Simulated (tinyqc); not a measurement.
# Scattering mobility, thermal velocity and mass from two apparent mobilities

Problem. 1/mu_app = 1/mu_0 + 1/mu_B with the ballistic mobility mu_B = vT L/(2 Vt) and vT = sqrt(2 kB T/(pi m)) (non-degenerate carriers); the mean free path is 2 Vt mu_0/vT. Find mu_0, vT, m and the mean free path.

Parameters, values chosen for the exercise:
- T = 300 K (temperature)

Constants: q = 1.602176634e-19 C, kB = 1.380649e-23 J/K, m0 = 9.1093837015e-31 kg, Vt = kB T/q. Results are converted to the units shown.

apparent mobility at L = 40 and 100 nm (cm^2/(V s)): 981.52904  2011.7500

Answer. 1/mu_app is linear in 1/L: the slope is 2 Vt/vT and the intercept 1/mu_0.

mu_0 = 6.70e3 cm^2/(V s)
vT = 1.49e7 cm/s
m = 0.131 m0
mean free path = 233 nm

Program tinyqc, `OMP_NUM_THREADS=1 python tinyqc.py 2380111 2380112 out.jsonl`; Intel Xeon 2.30GHz, shared host, one thread, about 0.01 s.
